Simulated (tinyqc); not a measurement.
# Undoped symmetric double-gate MOSFET, analytic potential model: what changes with what

An undoped body of thickness ts between two equal insulators and tied gates; long channel, electrons only, n = ni exp((psi - V)/Vt) with V the quasi-Fermi potential (0 at the source, Vd at the drain), constant mobility, no quantisation. Across the body psi(x) = V - 2 Vt ln[(ts/(2 beta)) sqrt(q ni/(2 eps0 eps_r Vt)) cos(2 beta x/ts)], x from the centre. Q is the electron charge per area of the whole body.

Values chosen for this exercise; material values close to those of germanium: temperature T = 400 K; band gap Eg = 0.65 eV; relative permittivity of the semiconductor eps_r = 15.7; conduction-band density of states at T Nc = 1.62e19 cm^-3; valence-band density of states at T Nv = 9.36e18 cm^-3; relative permittivity of the gate insulator eox = 3.82; insulator thickness tox = 2.1 nm; body thickness ts = 8 nm; gate work function less that of the intrinsic body dphi = 0.23 V; channel mobility mu = 130 cm^2/(V s); gate length L = 0.5 um; drain voltage Vd = 0.3 V.

Constants: q = 1.602176634e-19 C, kB = 1.380649e-23 J/K, Vt = kB T/q, eps0 = 8.8541878128e-14 F/cm where lengths are in cm. Results are converted to the units shown.

Each table varies one quantity; the others keep the values above.

## Effect of the body thickness

ni = sqrt(Nc Nv) exp(-Eg/(2 Vt)), Eg in volts; r = eps_r tox/(eox ts); V0 = dphi + 2 Vt ln[(2/ts) sqrt(2 eps0 eps_r Vt/(q ni))]. beta (between 0 and pi/2) solves (Vg - V0 - V)/(2 Vt) = ln(beta) - ln(cos beta) + 2 r beta tan(beta). Q = 8 eps0 eps_r Vt beta tan(beta)/ts; I = mu (1/L)(4 eps0 eps_r/ts)(2 Vt)^2 [g(beta_s) - g(beta_d)] per width, g = beta tan(beta) - beta^2/2 + r beta^2 tan^2(beta), with beta_s at V = 0 and beta_d at V = Vd.  I(low) is taken at Vg = 0.26 V, Qs and I(high) at Vg = 1.01 V.

Result of one run:
```
ts (nm)   V0 (V)  I(low) (nA/um)  Qs(high) (nC/cm^2)  I(high) (uA/um)
10       0.49853          3.3863              1354.5           73.876
```

What becomes of these results when the body thickness ts is changed from 10 to 5.2 nm, all else the same?

Result of the changed run:
```
ts (nm)   V0 (V)  I(low) (nA/um)  Qs(high) (nC/cm^2)  I(high) (uA/um)
5.2      0.54361          1.7627              1338.1           72.120
```

The whole series:
```
ts (nm)   V0 (V)  I(low) (nA/um)  Qs(high) (nC/cm^2)  I(high) (uA/um)
2.7      0.58879         0.91571              1308.4           69.343
3.7      0.56707          1.2546              1324.4           70.801
5.2      0.54361          1.7627              1338.1           72.120
7.3      0.52022          2.4735              1348.0           73.155
10       0.49853          3.3863              1354.5           73.876
14       0.47533          4.7361              1359.0           74.423
20       0.45074          6.7545              1361.9           74.801
```

As ts goes from 2.7 to 20 nm, I(low) rises from 0.916 to 6.75 nA/um and I(high) rises from 69.3 to 74.8 uA/um. On average I(low) goes as ts^(1.00) and I(high) goes as ts^(0.04). Below threshold the charge is proportional to the cross-section of the body; above it the insulator sets the charge. In every row the surface density at the source at the higher gate voltage passes 0.3 Nc, where Boltzmann statistics fail. For ts = 2.7 to 5.2 nm the body is thin enough for quantum confinement, left out here, to raise the threshold.

## Effect of the gate work function less that of the intrinsic body

Same model as above.

Results:
```
dphi (V)   V0 (V)  I(low) (nA/um)  Qs(high) (nC/cm^2)  I(high) (uA/um)
0.08      0.36391          189.73              1778.1           105.50
0.13      0.41391          48.050              1634.2           94.633
0.23      0.51391          2.7103              1350.2           73.388
0.28      0.56391         0.63615              1210.4           63.080
0.33      0.61391         0.14918              1072.5           53.051
0.38      0.66391        0.034976              936.85           43.385
```

Estimate the missing row, dphi = 0.18 V.

Computed row:
```
dphi (V)   V0 (V)  I(low) (nA/um)  Qs(high) (nC/cm^2)  I(high) (uA/um)
0.18      0.46391          11.502              1491.5           83.919
```

With this row back in the table: As dphi goes from 0.08 to 0.38 V, I(low) falls from 190 to 0.0350 nA/um and I(high) falls from 106 to 43.4 uA/um. V0 rises from 0.364 to 0.664 V. In every row the surface density at the source at the higher gate voltage passes 0.3 Nc, where Boltzmann statistics fail.

## Transfer curve and volume inversion

Q = 8 eps0 eps_r Vt beta tan(beta)/ts; I = mu (1/L)(4 eps0 eps_r/ts)(2 Vt)^2 [g(beta_s) - g(beta_d)] per width, g = beta tan(beta) - beta^2/2 + r beta^2 tan^2(beta), with beta_s at V = 0 and beta_d at V = Vd. The drop is psi(surface) - psi(centre) at the source end; C = dQs/dVg, Cg = 2 eps0 eox/tox; gm = dI/dVg.

Result of one run:
```
Vg (V)  Qs (nC/cm^2)  drop (mV)     C/Cg  I (uA/um)  gm/I (1/V)
0.65          404.03     25.429  0.72084     10.995      9.4601
```

What becomes of these results when the gate voltage Vg is changed from 0.65 to 0.56 V, all else the same?

Result of the changed run:
```
Vg (V)  Qs (nC/cm^2)  drop (mV)     C/Cg  I (uA/um)  gm/I (1/V)
0.56          210.16     14.077  0.60292     3.9089      13.959
```

The whole series:
```
Vg (V)  Qs (nC/cm^2)  drop (mV)       C/Cg  I (uA/um)  gm/I (1/V)
0.21        0.070969  0.0051051  6.3869e-4  6.3615e-4      29.001
0.3          0.95723   0.068837  0.0085361  0.0086199      28.868
0.39          11.659    0.83534   0.093666    0.11080      27.354
0.47          66.975     4.7078    0.35664    0.80801      21.544
0.56          210.16     14.077    0.60292     3.9089      13.959
0.65          404.03     25.429    0.72084     10.995      9.4601
0.73          597.86     35.481    0.77890     21.108      6.9875
0.82          830.16     46.129    0.82082     35.998      5.0004
0.91          1072.5     55.916    0.84965     53.051      3.7188
```

The current rises from 6.36e-4 to 53.1 uA/um. In the first row gm/I is 29.0 1/V, 0.037 % below 1/Vt: with no depletion charge the whole body follows the gate, and the swing is ideal. The drop between surface and centre goes from 0.0051 to 55.9 mV and passes Vt at Vg = 0.73 V among the rows; below that the density varies across the body by less than a factor of e (volume inversion). C reaches 0.85 of Cg in the last row. For Vg = 0.65 to 0.91 V the surface density at the source passes 0.3 Nc, where Boltzmann statistics fail.

Numbers from tinyqc (`OMP_NUM_THREADS=1 python tinyqc.py 2440012 2440013 out.jsonl`; about 0.02 s on one thread of a shared Intel Xeon 2.30GHz).
